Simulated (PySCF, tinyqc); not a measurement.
RHF in the sto-3g basis, for H4, spin multiplicity 1, step by step. The lowest restricted solution is unstable here: a spin-polarised one lies 0.0921 hartree lower (PySCF). Computed by tinyqc, a small Python program that keeps every step (integrals from PySCF). Settings: charge = 0, multiplicity = 1, basis = sto-3g, energy threshold = 1e-08, iteration cap = 60, orthogonalisation = symmetric, start = core, DIIS depth = 4, DIIS from iteration = 3, method = RHF. Command: `OMP_NUM_THREADS=1 python tinyqc.py 23873 23874 out.jsonl` (the two numbers bound the seeds that draw the settings). One thread of a shared host (Intel(R) Xeon(R) Processor @ 2.60GHz), about 0.05 s of CPU time with the checks. Later iterations appear only in the table of the cycle.

## One-electron integrals

Geometry (angstrom):
```
atom        x        y        z
H     0.00000  0.00000  0.00000
H     0.00000  0.00000  1.46000
H     0.00000  0.00000  2.85700
H     0.00000  0.00000  4.31700
```

Basis sto-3g: exponents (1/bohr^2) and contraction coefficients of normalised primitives:
```
element  l (shell)  exponent  coefficient
H            s (1)   3.42525      0.15433
H            s (1)   0.62391      0.53533
H            s (1)   0.16886      0.44463
```

Overlap, kinetic and nuclear-attraction integrals over the contracted functions; the nuclear repulsion is the sum of Za Zb / Rab.

nuclear repulsion = 1.5967181 hartree

overlap S, order 1H 1s, 2H 1s, 3H 1s, 4H 1s:
$$\begin{pmatrix}
1.00000 & 0.27183 & 0.02458 & 0.00077 \\
0.27183 & 1.00000 & 0.29693 & 0.02458 \\
0.02458 & 0.29693 & 1.00000 & 0.27183 \\
0.00077 & 0.02458 & 0.27183 & 1.00000
\end{pmatrix}$$

kinetic energy T (hartree), order 1H 1s, 2H 1s, 3H 1s, 4H 1s:
$$\begin{pmatrix}
0.76003 & 0.01328 & -0.00787 & -0.00060 \\
0.01328 & 0.76003 & 0.02010 & -0.00787 \\
-0.00787 & 0.02010 & 0.76003 & 0.01328 \\
-0.00060 & -0.00787 & 0.01328 & 0.76003
\end{pmatrix}$$

nuclear attraction V (hartree), order 1H 1s, 2H 1s, 3H 1s, 4H 1s:
$$\begin{pmatrix}
-1.89512 & -0.46750 & -0.04048 & -0.00123 \\
-0.46750 & -2.14897 & -0.54901 & -0.04048 \\
-0.04048 & -0.54901 & -2.14897 & -0.46750 \\
-0.00123 & -0.04048 & -0.46750 & -1.89512
\end{pmatrix}$$

core Hamiltonian H = T + V (hartree), order 1H 1s, 2H 1s, 3H 1s, 4H 1s:
$$\begin{pmatrix}
-1.13509 & -0.45422 & -0.04836 & -0.00183 \\
-0.45422 & -1.38894 & -0.52890 & -0.04836 \\
-0.04836 & -0.52890 & -1.38894 & -0.45422 \\
-0.00183 & -0.04836 & -0.45422 & -1.13509
\end{pmatrix}$$

## Two-electron integrals

Functions are numbered as in S; the eight-fold symmetry (ij|kl) = (ji|kl) = (kl|ij) leaves the list below.

Two-electron integrals (ij|kl) in chemists' order, unique and non-zero (hartree):
```
(11|11) 0.77461    (21|11) 0.14743    (21|21) 0.04232    (22|11) 0.35425
(22|21) 0.14743    (22|22) 0.77461    (31|11) 0.00917    (31|21) 0.00312
(31|22) 0.01348    (31|31) 0.00028    (32|11) 0.07403    (32|21) 0.02974
(32|22) 0.16402    (32|31) 0.00339    (32|32) 0.05123    (33|11) 0.18520
(33|21) 0.06890    (33|22) 0.36825    (33|31) 0.00917    (33|32) 0.16402
(33|33) 0.77461    (41|11) 0.00019    (41|21) 0.00007    (41|22) 0.00037
(41|31) 7.99e-06   (41|32) 0.00011    (41|33) 0.00037    (41|41) 2.68e-07
(42|11) 0.00463    (42|21) 0.00174    (42|22) 0.00917    (42|31) 0.00021
(42|32) 0.00339    (42|33) 0.01348    (42|41) 7.99e-06   (42|42) 0.00028
(43|11) 0.04043    (43|21) 0.01405    (43|22) 0.06890    (43|31) 0.00174
(43|32) 0.02974    (43|33) 0.14743    (43|41) 0.00007    (43|42) 0.00312
(43|43) 0.04232    (44|11) 0.12258    (44|21) 0.04043    (44|22) 0.18520
(44|31) 0.00463    (44|32) 0.07403    (44|33) 0.35425    (44|41) 0.00019
(44|42) 0.00917    (44|43) 0.14743    (44|44) 0.77461
```

## Orthogonalisation

S = U s U^T; symmetric (Loewdin) form X = U s^(-1/2) U^T, so that X^T S X = 1.

eigenvalues of S: [0.56295, 0.81750, 1.13935, 1.48020]

X, order 1H 1s, 2H 1s, 3H 1s, 4H 1s:
$$\begin{pmatrix}
1.03027 & -0.14845 & 0.02139 & -0.00283 \\
-0.14845 & 1.06852 & -0.16803 & 0.02139 \\
0.02139 & -0.16803 & 1.06852 & -0.14845 \\
-0.00283 & 0.02139 & -0.14845 & 1.03027
\end{pmatrix}$$

## Starting guess

The start is the orbitals of the core Hamiltonian; D = 2 C_occ C_occ^T.

D at the start, order 1H 1s, 2H 1s, 3H 1s, 4H 1s:
$$\begin{pmatrix}
0.25939 & 0.55378 & -0.30826 & -0.21623 \\
0.55378 & 1.47948 & -0.08291 & -0.30826 \\
-0.30826 & -0.08291 & 1.47948 & 0.55378 \\
-0.21623 & -0.30826 & 0.55378 & 0.25939
\end{pmatrix}$$

## Iteration 1: building the Fock matrix

J_ij = sum D_kl (ij|kl), K_ij = sum D_kl (ik|jl); F = H + J - 0.5 K; E = tr D H + tr D J / 2 - 0.25 tr D K + E_nn.

Coulomb J (hartree), order 1H 1s, 2H 1s, 3H 1s, 4H 1s:
$$\begin{pmatrix}
1.21804 & 0.42325 & 0.04160 & 0.00133 \\
0.42325 & 2.02903 & 0.57687 & 0.04160 \\
0.04160 & 0.57687 & 2.02903 & 0.42325 \\
0.00133 & 0.04160 & 0.42325 & 1.21804
\end{pmatrix}$$

exchange K (hartree), order 1H 1s, 2H 1s, 3H 1s, 4H 1s:
$$\begin{pmatrix}
0.42095 & 0.45215 & 0.02757 & -0.04216 \\
0.45215 & 1.34797 & 0.45238 & 0.02757 \\
0.02757 & 0.45238 & 1.34797 & 0.45215 \\
-0.04216 & 0.02757 & 0.45215 & 0.42095
\end{pmatrix}$$

Fock matrix F (hartree), order 1H 1s, 2H 1s, 3H 1s, 4H 1s:
$$\begin{pmatrix}
-0.12753 & -0.25704 & -0.02054 & 0.02058 \\
-0.25704 & -0.03388 & -0.17822 & -0.02054 \\
-0.02054 & -0.17822 & -0.03388 & -0.25704 \\
0.02058 & -0.02054 & -0.25704 & -0.12753
\end{pmatrix}$$

total energy of this density = -1.5265463 hartree

## Iteration 1: diagonalisation and new density

Diagonalise F' = X^T F X, C = X C', fill 2 alpha and 2 beta electrons from the bottom; D = 2 C_occ C_occ^T. Each column has its largest component positive (the first on a tie).

F' = X^T F X (hartree):
$$\begin{pmatrix}
-0.05739 & -0.26817 & 0.04510 & 0.01354 \\
-0.26817 & 0.10278 & -0.21298 & 0.04510 \\
0.04510 & -0.21298 & 0.10278 & -0.26817 \\
0.01354 & 0.04510 & -0.26817 & -0.05739
\end{pmatrix}$$

orbital energies (hartree): MO1 -0.30255, MO2 -0.24572, MO3 0.14850, MO4 0.49055

coefficients C, order 1H 1s, 2H 1s, 3H 1s, 4H 1s:
$$\begin{pmatrix}
0.40640 & 0.57942 & 0.60888 & -0.46081 \\
0.42356 & 0.32115 & -0.48386 & 0.82208 \\
0.42356 & -0.32115 & -0.48386 & -0.82208 \\
0.40640 & -0.57942 & 0.60888 & 0.46081
\end{pmatrix}$$

D after iteration 1, order 1H 1s, 2H 1s, 3H 1s, 4H 1s:
$$\begin{pmatrix}
1.00177 & 0.71643 & -0.02790 & -0.34114 \\
0.71643 & 0.56508 & 0.15253 & -0.02790 \\
-0.02790 & 0.15253 & 0.56508 & 0.71643 \\
-0.34114 & -0.02790 & 0.71643 & 1.00177
\end{pmatrix}$$

## Iteration 2: building the Fock matrix

As before.

Coulomb J (hartree), order 1H 1s, 2H 1s, 3H 1s, 4H 1s:
$$\begin{pmatrix}
1.49446 & 0.39994 & 0.03459 & 0.00105 \\
0.39994 & 1.54469 & 0.43407 & 0.03459 \\
0.03459 & 0.43407 & 1.54469 & 0.39994 \\
0.00105 & 0.03459 & 0.39994 & 1.49446
\end{pmatrix}$$

exchange K (hartree), order 1H 1s, 2H 1s, 3H 1s, 4H 1s:
$$\begin{pmatrix}
1.01162 & 0.52005 & 0.07968 & -0.03281 \\
0.52005 & 0.77212 & 0.30863 & 0.07968 \\
0.07968 & 0.30863 & 0.77212 & 0.52005 \\
-0.03281 & 0.07968 & 0.52005 & 1.01162
\end{pmatrix}$$

Fock matrix F (hartree), order 1H 1s, 2H 1s, 3H 1s, 4H 1s:
$$\begin{pmatrix}
-0.14644 & -0.31430 & -0.05361 & 0.01562 \\
-0.31430 & -0.23030 & -0.24915 & -0.05361 \\
-0.05361 & -0.24915 & -0.23030 & -0.31430 \\
0.01562 & -0.05361 & -0.31430 & -0.14644
\end{pmatrix}$$

total energy of this density = -1.8209345 hartree

## Iteration 2: diagonalisation and new density

As before.

F' = X^T F X (hartree):
$$\begin{pmatrix}
-0.06536 & -0.29523 & 0.02083 & 0.01558 \\
-0.29523 & -0.08653 & -0.22017 & 0.02083 \\
0.02083 & -0.22017 & -0.08653 & -0.29523 \\
0.01558 & 0.02083 & -0.29523 & -0.06536
\end{pmatrix}$$

orbital energies (hartree): MO1 -0.48122, MO2 -0.30743, MO3 0.12474, MO4 0.36013

coefficients C, order 1H 1s, 2H 1s, 3H 1s, 4H 1s:
$$\begin{pmatrix}
0.31408 & 0.52384 & 0.66125 & -0.52313 \\
0.48907 & 0.41169 & -0.41752 & 0.78068 \\
0.48907 & -0.41169 & -0.41752 & -0.78068 \\
0.31408 & -0.52384 & 0.66125 & 0.52313
\end{pmatrix}$$

D after iteration 2, order 1H 1s, 2H 1s, 3H 1s, 4H 1s:
$$\begin{pmatrix}
0.74611 & 0.73853 & -0.12410 & -0.35153 \\
0.73853 & 0.81736 & 0.13941 & -0.12410 \\
-0.12410 & 0.13941 & 0.81736 & 0.73853 \\
-0.35153 & -0.12410 & 0.73853 & 0.74611
\end{pmatrix}$$

## Iteration 3: building the Fock matrix

As before.

Coulomb J (hartree), order 1H 1s, 2H 1s, 3H 1s, 4H 1s:
$$\begin{pmatrix}
1.40488 & 0.40727 & 0.03680 & 0.00114 \\
0.40727 & 1.69599 & 0.47895 & 0.03680 \\
0.03680 & 0.47895 & 1.69599 & 0.40727 \\
0.00114 & 0.03680 & 0.40727 & 1.40488
\end{pmatrix}$$

exchange K (hartree), order 1H 1s, 2H 1s, 3H 1s, 4H 1s:
$$\begin{pmatrix}
0.82898 & 0.52094 & 0.06831 & -0.04106 \\
0.52094 & 0.96441 & 0.37214 & 0.06831 \\
0.06831 & 0.37214 & 0.96441 & 0.52094 \\
-0.04106 & 0.06831 & 0.52094 & 0.82898
\end{pmatrix}$$

Fock matrix F (hartree), order 1H 1s, 2H 1s, 3H 1s, 4H 1s:
$$\begin{pmatrix}
-0.14470 & -0.30742 & -0.04571 & 0.01984 \\
-0.30742 & -0.17515 & -0.23602 & -0.04571 \\
-0.04571 & -0.23602 & -0.17515 & -0.30742 \\
0.01984 & -0.04571 & -0.30742 & -0.14470
\end{pmatrix}$$

total energy of this density = -1.8511720 hartree

## Iteration 3: diagonalisation and new density

As before.

F' = X^T F X (hartree):
$$\begin{pmatrix}
-0.06413 & -0.29744 & 0.02836 & 0.01788 \\
-0.29744 & -0.02819 & -0.22644 & 0.02836 \\
0.02836 & -0.22644 & -0.02819 & -0.29744 \\
0.01788 & 0.02836 & -0.29744 & -0.06413
\end{pmatrix}$$

orbital energies (hartree): MO1 -0.43898, MO2 -0.29653, MO3 0.13811, MO4 0.41277

coefficients C, order 1H 1s, 2H 1s, 3H 1s, 4H 1s:
$$\begin{pmatrix}
0.33651 & 0.54408 & 0.65012 & -0.50205 \\
0.47450 & 0.38056 & -0.43401 & 0.79632 \\
0.47450 & -0.38056 & -0.43401 & -0.79632 \\
0.33651 & -0.54408 & 0.65012 & 0.50205
\end{pmatrix}$$

D after iteration 3, order 1H 1s, 2H 1s, 3H 1s, 4H 1s:
$$\begin{pmatrix}
0.81853 & 0.73346 & -0.09475 & -0.36556 \\
0.73346 & 0.73995 & 0.16066 & -0.09475 \\
-0.09475 & 0.16066 & 0.73995 & 0.73346 \\
-0.36556 & -0.09475 & 0.73346 & 0.81853
\end{pmatrix}$$

## Iteration 7 (converged): orbitals

converged F (hartree), order 1H 1s, 2H 1s, 3H 1s, 4H 1s:
$$\begin{pmatrix}
-0.14520 & -0.30879 & -0.04782 & 0.01997 \\
-0.30879 & -0.18840 & -0.24226 & -0.04782 \\
-0.04782 & -0.24226 & -0.18840 & -0.30879 \\
0.01997 & -0.04782 & -0.30879 & -0.14520
\end{pmatrix}$$

As before.

F' = X^T F X (hartree):
$$\begin{pmatrix}
-0.06460 & -0.29666 & 0.02659 & 0.01855 \\
-0.29666 & -0.04121 & -0.22842 & 0.02659 \\
0.02659 & -0.22842 & -0.04121 & -0.29666 \\
0.01855 & 0.02659 & -0.29666 & -0.06460
\end{pmatrix}$$

orbital energies (hartree): MO1 -0.45014, MO2 -0.29835, MO3 0.13446, MO4 0.40241

coefficients C, order 1H 1s, 2H 1s, 3H 1s, 4H 1s:
$$\begin{pmatrix}
0.32900 & 0.54153 & 0.65395 & -0.50479 \\
0.47947 & 0.38458 & -0.42851 & 0.79439 \\
0.47947 & -0.38458 & -0.42851 & -0.79439 \\
0.32900 & -0.54153 & 0.65395 & 0.50479
\end{pmatrix}$$

D after iteration 7, order 1H 1s, 2H 1s, 3H 1s, 4H 1s:
$$\begin{pmatrix}
0.80300 & 0.73202 & -0.10103 & -0.37004 \\
0.73202 & 0.75558 & 0.16399 & -0.10103 \\
-0.10103 & 0.16399 & 0.75558 & 0.73202 \\
-0.37004 & -0.10103 & 0.73202 & 0.80300
\end{pmatrix}$$

## Convergence

Stop when the energy changes by less than 1e-08 hartree and every element of the error matrix X^T (F D S - S D F) X is below 3e-05.

Course of the cycle:
```
iteration  E (hartree)     change  largest element of the error matrix
1           -1.5265463          -                             4.47e-01
2           -1.8209345  -2.94e-01                             1.61e-01
3           -1.8511720  -3.02e-02                             4.77e-02
4           -1.8537575  -2.59e-03                             1.33e-02
5           -1.8539851  -2.28e-04                             1.15e-03
6           -1.8539884  -3.33e-06                             3.95e-05
7           -1.8539884  -3.63e-09                             1.16e-05
```

PySCF RHF in the same basis = -1.8539884 hartree

Converged in 7 iterations.

## Populations, bond orders and dipole

Mulliken: Z minus the diagonal of D S on the atom; Loewdin: the same with S^(1/2) D S^(1/2); Mayer order: 2 sum_s sum (D(s) S)_ij (D(s) S)_ji over the two atoms.

Charges (e):
```
atom  Mulliken   Loewdin
1H     0.00078  -0.00167
2H    -0.00078   0.00167
3H    -0.00078   0.00167
4H     0.00078  -0.00167
```

Mayer bond orders:
```
pair     order
2-1    0.85777
3-1   -0.00132
3-2    0.14355
4-1    0.14355
4-2   -0.00132
4-3    0.85777
```

dipole moment about the origin, x y z (debye): [0.00000, 0.00000, 0.00000]
